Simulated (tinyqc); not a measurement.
Van der Pauw, Hall and four-point-probe measurements on a doped layer: one step of the calculation.

A uniform p-type layer with sheet resistance Rs = 1/(q ns mu), point contacts, low field (mu B small).

Problem. Resistances and Hall voltage. Rs = 1/(q ns mu). For a rectangle with contacts at the corners, RA = (8 Rs/pi) sum_(k>=0) ln coth((2k + 1) pi a/(2 b)) with current along a short side b and voltage along the opposite one, RB the same with a and b exchanged; Hall voltage VH = rH B I/(q ns), negative for electrons.

Parameters, values chosen for the exercise:
- ns = 5.4e11 cm^-2 (sheet density of the layer)
- mu = 42 cm^2/(V s) (drift mobility)
- rH = 1 (Hall factor)
- B = 0.5 T (magnetic field)
- I = 500 uA (current)
- ar = 1.03 (side ratio a/b of a rectangular sample with corner contacts)

Constants: q = 1.602176634e-19 C. Results are converted to the units shown.

Find: Rs; RA; RB; VH.

Solution.

Rs = 2.752e5 ohm/square
RA = 5.523e4 ohm
RB = 6.657e4 ohm
VH = 289.0 mV

RB/RA = 1.21; for a square both equal Rs ln 2/pi = 60700 ohm.

Program tinyqc, `OMP_NUM_THREADS=1 python tinyqc.py 2850141 2850142 out.jsonl`; Intel Xeon 2.30GHz, shared host, one thread, about 0.04 s.
